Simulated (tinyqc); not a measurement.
Ratio and sensitivities against delay: time-domain thermoreflectance: layered heat flow under a modulated pulse train, and what the signal ratio measures. Computed by tinyqc, a small Python program. Command: `OMP_NUM_THREADS=1 python tinyqc.py 3111876 3111877 out.jsonl tdtr walk`. One thread of a shared host (Intel(R) Xeon(R) Processor @ 2.30GHz), about 0.1 s of CPU time with the checks.

Pulses repeat at 80 MHz; heat is laid down at the surface, all layers are isotropic.

Inputs (values chosen for the exercise, modelled on aluminium on 4H-SiC):

| quantity | value | unit |
|---|---|---|
| metal thickness d | 100 | nm |
| metal conductivity | 180 | W/(m K) |
| metal heat capacity | 2.42 | MJ/(m^3 K) |
| boundary conductance G under the metal | 89 | MW/(m^2 K) |
| substrate conductivity kappa | 321 | W/(m K) |
| substrate heat capacity C | 2.22 | MJ/(m^3 K) |
| modulation frequency f | 12 | MHz |
| spot radius w (1/e^2, pump and probe) | 8.5 | micrometre |

Stack: metal, substrate.

Method:
- For radial wave number k and angular frequency W each layer has u = sqrt(4 pi^2 k^2 + i W C/kappa) and gamma = kappa u. Surface impedance from below: Z = 1/gamma for the substrate; a layer of thickness L maps Z to (Z + tanh(u L)/gamma)/(1 + gamma Z tanh(u L)); a boundary adds 1/G.
- Response per absorbed watt H(W) = 2 pi int_0^(2/w) Z(k, W) exp(-pi^2 k^2 w^2) k dk by 20 Gauss-Legendre points.
- Signal: X + iY = sum_(m = -M..M) H(2 pi (f + m f_r)) exp(i 2 pi m f_r t) exp(-pi (m/M)^2 x 4), f_r = 80 MHz, M = 4000, with H(-W) the complex conjugate of H(W); V_in = X, V_out = Y, ratio = -V_in/V_out.
- Sensitivity S = ln(ratio'/ratio)/ln(1.01) for a rise of one input by 1 %.

Ratio and sensitivities:

| t (ps) | ratio | S to kappa | S to G | S to d | S to C | S to w |
|---|---|---|---|---|---|---|
| 100 | 12.663 | 0.41112 | 0.59579 | -1.3517 | 0.35588 | -0.10736 |
| 200 | 11.292 | 0.37876 | 0.51320 | -1.2253 | 0.32704 | -0.09894 |
| 400 | 9.288 | 0.33094 | 0.38964 | -1.0102 | 0.28422 | -0.08664 |
| 800 | 6.825 | 0.27300 | 0.23244 | -0.7402 | 0.23175 | -0.07213 |
| 1500 | 4.605 | 0.22336 | 0.07668 | -0.4850 | 0.18530 | -0.06068 |
| 2500 | 3.068 | 0.19374 | -0.05632 | -0.2881 | 0.15454 | -0.05590 |
| 4000 | 1.942 | 0.18035 | -0.19933 | -0.1064 | 0.13329 | -0.05903 |

The largest sensitivity in size at 100 ps is to d (-1.35). The sensitivity to G changes sign between 1500 and 2500 ps, which helps to separate G from inputs whose sensitivity keeps its sign. kappa and C enter almost alike, through the effusivity. At 400 ps an error of 3 % in d passes on as 9 % in kappa.

Extremes, crossings and ranges named in words are read from the listed rows.
